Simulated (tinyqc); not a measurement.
Worked calculation: inverse iteration on a symmetric matrix. One step of it, computed by the program tinyqc.

Task: Step 1. solve (A - shift) w = v; v' = w/|w| with its largest component positive (the first on a tie); lambda = v'^T A v'.

A, lower triangle:
```
           1          2          3         4
1   2.143000
2  -0.601000   2.265000
3  -0.480000  -1.024000   3.088000
4  -0.460000  -0.997000  -1.050000  3.134000
```

vector v at the start: 0.500000  0.500000  0.500000  0.500000

shift = 1.550000

Give: vector after step 1; Rayleigh quotient after step 1.

Result:

vector after step 1: 0.3498  0.6872  0.4590  0.4413

Rayleigh quotient after step 1 = 0.3316
